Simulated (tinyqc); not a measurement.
Carrier statistics of a doped semiconductor with parabolic bands: sweeps and comparisons. A value that a table varies takes the place of the one given here.

Eg(T) = Eg0 - al T^2/(T + be); m_de = Mv^(2/3) (ml mt^2)^(1/3); m_dh = (mhh^(3/2) + mlh^(3/2))^(2/3); Nc and Nv from N = 2 (m kB T/(4 pi c))^(3/2) with c = hbar^2/2m0, in 1/angstrom^3; times 1e24 for 1/cm^3.

Energies are counted from Ev, so Ec = Eg. n = Nc F_1/2((EF - Eg)/kT), p = Nv F_1/2(-EF/kT), ND+ = ND/(1 + 2 exp((EF - Eg + ED)/kT)), NA- = NA/(1 + 4 exp((EA - EF)/kT)); neutrality asks p + ND+ = n + NA-. F_j(eta) = (1/Gamma(j + 1)) integral_0^infinity x^j dx/(1 + exp(x - eta)), which tends to exp(eta) for eta << 0.

Constants: hbar^2/2m0 = 3.80998211 eV angstrom^2; kB = 8.617333262e-05 eV/K.

Parameters, chosen for this exercise (near those of Si; not measured data):
```
symbol  value     unit    meaning
Eg0     1.169     eV      gap at 0 K
al      0.000475  eV/K    Varshni alpha
be      634       K       Varshni beta
ml      0.922     m0      longitudinal electron mass
mt      0.189     m0      transverse electron mass
Mv      6                 equivalent valleys
mhh     0.542     m0      heavy-hole mass
mlh     0.154     m0      light-hole mass
ND      1.5e+16   1/cm^3  donors
NA      4.7e+15   1/cm^3  acceptors
ED      0.0451    eV      donor level below Ec
EA      0.0448    eV      acceptor level above Ev
T       300       K
```

## Temperature

Neutrality solved at each temperature; ni = sqrt(Nc Nv) exp(-Eg/2kT).

Carriers (1/cm^3):
```
T (K)  EF (eV)         n         p  majority / |ND - NA|        ni  Eg (eV)
30      1.1235  2.51e+10    <1e-99              2.44e-06  4.09e-81   1.1684
50      1.1225  5.70e+13  5.67e-96               0.00553  1.80e-41   1.1673
77      1.1163  2.28e+15  1.30e-55                 0.221  1.72e-20   1.1650
120     1.0900  8.00e+15  4.86e-28                 0.776  1.97e-06   1.1599
200     1.0204  1.00e+16  1.22e-07                 0.974  3.49e+04   1.1462
300     0.9193  1.02e+16  4.16e+03                 0.994  6.52e+09   1.1232
450     0.7509  1.03e+16  8.24e+10                 0.998  2.91e+13   1.0803
600     0.5716  1.08e+16  5.16e+14                  1.05  2.36e+15   1.0304
800     0.4535  8.01e+16  6.98e+16                  7.77  7.48e+16   0.9570
1000    0.4026  6.65e+17  6.54e+17                  64.5  6.61e+17   0.8783
```

How do the results move?

Ionisation is incomplete: the majority density is below 90 % of the net doping at 30, 50, 77 and 120 K, down to a share of 2.4e-06. It is within 10 % of the net doping at 200, 300, 450 and 600 K. At 800 and 1000 K thermal pairs lift it more than 10 % above the net doping; ni has reached 6.61e+17 1/cm^3 at 1000 K against a net doping of 1.03e+16. EF goes from 1.123 eV to 0.403 eV, where midgap is 0.439 eV and the intrinsic level (Boltzmann) 0.402 eV.

## Doping level

Only donors are present (NA = 0); eta is the distance of EF beyond the conduction edge in units of kT.

Neutral state:
```
ND (1/cm^3)  EF (eV)  majority (1/cm^3)  ionised share     eta
1.0e+14       0.7996           1.00e+14          1.000  -12.52
1.0e+15       0.8591           1.00e+15          1.000  -10.22
1.0e+16       0.9186           9.96e+15          0.996   -7.92
1.0e+17       0.9772           9.61e+16          0.961   -5.65
1.0e+18       1.0308           7.57e+17          0.757   -3.58
3.0e+18       1.0524           1.73e+18          0.575   -2.74
1.0e+19       1.0732           3.77e+18          0.377   -1.93
3.0e+19       1.0906           7.07e+18          0.236   -1.26
```

How do the results move?

The impurity level lies at 1.0781 eV. The ionised share falls from 1.000 to 0.236 as EF passes through it between 1e+19 and 3e+19 1/cm^3 (share 1/3 there); it is below one half from 1e+19 1/cm^3 on. Over the last two rows the doping grows threefold and the majority density by a factor 1.88. EF comes within 3 kT of the majority band edge from 3e+18 1/cm^3 on. Above roughly 4e+18 1/cm^3 (N^(1/3) a = 0.26, with the radius a = sqrt(c/(m E)) from the ionisation energy E and the mass (ml mt^2)^(1/3)) the levels merge with the band and real ionisation is complete; sharp levels then overstate freeze-out.

## What each input does

Neutrality solved anew for each case. Each row changes one parameter from the base and keeps the others.

Results:
```
case                  EF (eV)  n (1/cm^3)  p (1/cm^3)
base                   0.9193    1.02e+16    4.16e+03
T = 320 K              0.8978    1.02e+16    9.20e+04
ND = 7.5e+15 1/cm^3    0.8857    2.79e+15    1.52e+04
NA = 2.35e+15 1/cm^3   0.9246    1.26e+16    3.38e+03
Eg0 = 1.219 eV         0.9693    1.02e+16         601
mt = 0.2268 m0         0.9146    1.02e+16    4.98e+03
mhh = 0.6504 m0        0.9193    1.02e+16    5.29e+03
ED = 0.0677 eV         0.9190    1.01e+16    4.19e+03
```

What does this show?

The largest shifts from the base row, up to three for each result and ties (the steps differ in size, so this ranks the rows, not the parameters). EF (eV): Eg0 +0.0500, ND -0.0336, T -0.0214; unchanged at the printed digits by mhh. n (1/cm^3): ND -7.44e+15, NA +2.34e+15, ED -8.73e+13; unchanged at the printed digits by T, Eg0, mt and mhh. p (1/cm^3): T +8.78e+04, ND +1.11e+04, Eg0 -3.56e+03.

Program tinyqc; command `OMP_NUM_THREADS=1 python tinyqc.py 1652142 1652143 out.jsonl`; about 0.01 s on one thread of a shared Intel(R) Xeon(R) Processor @ 2.30GHz.
